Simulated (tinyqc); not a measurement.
# Conduction-band offset of an n-N heterojunction from carrier-profile moments: effect of the offset

Layer 1 (x < 0) accumulates electrons and layer 2 (x > 0) is depleted. Boltzmann statistics. The bands bend down by V1 in layer 1 and up by V2 in layer 2, with V1 + V2 = VD = dE + Vt ln[(N2/Nc2)/(N1/Nc1)].

Sheet densities from the first integral: Q1 = sqrt((2 eps0 eps_r Vt N1/q)(exp(u1) - u1 - 1)) extra electrons, Q2 = sqrt((2 eps0 eps_r Vt N2/q)(exp(-u2) + u2 - 1)) missing ones, u = V/Vt; neutrality Q1 = Q2 + si.

Values chosen for this exercise; values of the order of III-V alloys: temperature T = 300 K; relative permittivity of both layers eps_r = 11.8; density of states of the narrow-gap layer 1 Nc1 = 2e17 cm^-3; density of states of the wide-gap layer 2 Nc2 = 6.7e17 cm^-3; donor density in layer 1 N1 = 3e15 cm^-3; donor density in layer 2 N2 = 1.1e16 cm^-3; fixed charge at the interface si = 0 cm^-2.

Constants: q = 1.602176634e-19 C, kB = 1.380649e-23 J/K, Vt = kB T/q, eps0 = 8.8541878128e-14 F/cm where lengths are in cm. Results are converted to the units shown.

Effect of the offset:
```
dE (eV)	VD (V)	V1 (V)	Q1 (cm^-2)	n(0-)/Nc1
0.06	0.06234	0.03483	3.895e10	0.05771
0.12	0.1223	0.05706	7.715e10	0.1364
0.19	0.1923	0.07337	1.157e11	0.2562
0.25	0.2523	0.08279	1.436e11	0.3688
0.31	0.3123	0.08989	1.679e11	0.4854
0.37	0.3723	0.09555	1.897e11	0.6043
0.44	0.4423	0.1010	2.128e11	0.7449
0.5	0.5023	0.1049	2.309e11	0.8665
```

Q1 rises from 3.89e10 to 2.31e11 cm^-2, as VD^(0.64) between the last two rows. Layer 1 takes 55.9 % of VD in the first row and 20.9 % in the last: accumulation charge grows exponentially with V1, so most of a large offset falls across the depleted side. For dE = 0.37, 0.44, 0.5 n(0-) nears or passes Nc1, where degeneracy and quantisation lower Q1.

tinyqc, about 0.1 s, one thread, Intel Xeon 2.30GHz (shared host): `OMP_NUM_THREADS=1 python tinyqc.py 2410132 2410133 out.jsonl`
